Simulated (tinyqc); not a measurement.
Threshold of a short bulk MOSFET: charge sharing, barrier lowering, narrow width: threshold roll-off against channel length.

n-channel device on a p-type body, depletion approximation, full ionisation. Uniform doping N = Na. Vbi from Boltzmann statistics is rough for the degenerate source. Cox = eps0 eox/tox.

ni = sqrt(Nc Nv) exp(-Eg/(2 Vt)), Eg in volts; 2 pB = 2 Vt ln(N/ni); flat band Vfb - Vt ln(N/Na); Wd = sqrt(2 eps0 eps_r (2 pB - Vbs)/(q N)); body term q N Wd/Cox; long-channel VT0 = flat band + 2 pB + body term; Vbi = Vt ln(N Nsd/ni^2); scale length l = sqrt((eps_r/eox) tox Wd). Charge sharing (trapezoid; it ignores Vds): F = (xj/L)(sqrt(1 + 2 Wd/xj) - 1), lowering = body term times F. Barrier lowering: th = exp(-L/(2 l)) + 2 exp(-L/l), lowering = th [2 (Vbi - 2 pB) + Vds], DIBL = th. Narrow width: rise = body term times xw Wd/W. VT by each model = VT0 - lowering + rise. DIBL under 0.001 mV/V is printed as 0.

Inputs (values chosen for the exercise); band and dielectric values close to those of silicon: temperature T = 300 K; band gap Eg = 1.13 eV; relative permittivity eps_r = 11.9; conduction-band density of states at T Nc = 2.83e19 cm^-3; valence-band density of states at T Nv = 2.65e19 cm^-3; relative permittivity of the gate insulator (close to silicon dioxide) eox = 3.9; insulator thickness tox = 12 nm; channel doping Na = 6.9e17 cm^-3; source and drain doping Nsd = 1e20 cm^-3; flat-band voltage for the doping Na Vfb = -0.97 V; junction depth xj = 33 nm; body-source voltage Vbs = 0 V; drain-source voltage Vds = 1 V; gate width W = 710 nm; shape factor of the fringing depletion at the width edges xw = 1.5708.

Constants: q = 1.602176634e-19 C, kB = 1.380649e-23 J/K, Vt = kB T/q, eps0 = 8.8541878128e-14 F/cm where lengths are in cm. Results are converted to the units shown.

The same in every row: N (cm^-3) = 6.9000e17; VT0 (V) = 1.5956.

Results:
```
L (nm)     L/l         F  DIBL (mV/V)  VT, charge sharing (V)  VT, barrier lowering (V)
130     3.3024   0.22545       265.41                  1.3813                    1.4141
180     4.5725   0.16282       122.31                  1.4831                    1.5941
260     6.6047   0.11272       39.504                  1.5646                    1.6982
380     9.6531  0.077126       8.1427                  1.6224                    1.7376
780     19.814  0.037574     0.049824                  1.6867                    1.7478
1100    27.943  0.026644            0                  1.7045                    1.7478
1600    40.645  0.018318            0                  1.7181                    1.7478
2400    60.967  0.012212            0                  1.7280                    1.7478
```

Estimate the missing row, L = 540 nm.

Computed row:
```
L (nm)     L/l         F  DIBL (mV/V)  VT, charge sharing (V)  VT, barrier lowering (V)
540     13.718  0.054274       1.0524                  1.6596                    1.7465
```

With this row back in the table: VT by barrier lowering rises from 1.41 to 1.75 V and VT by charge sharing rises from 1.38 to 1.73 V. DIBL is under 100 mV/V from L = 260 nm on among the rows (th = 0.1 at L/l = 4.92). For L = 130 DIBL exceeds 250 mV/V, where the barrier formula is rough.

Computed by the program tinyqc: `OMP_NUM_THREADS=1 python tinyqc.py 2002086 2002087 out.jsonl`, one thread of a shared Intel Xeon 2.30GHz, about 0.01 s for the whole run.
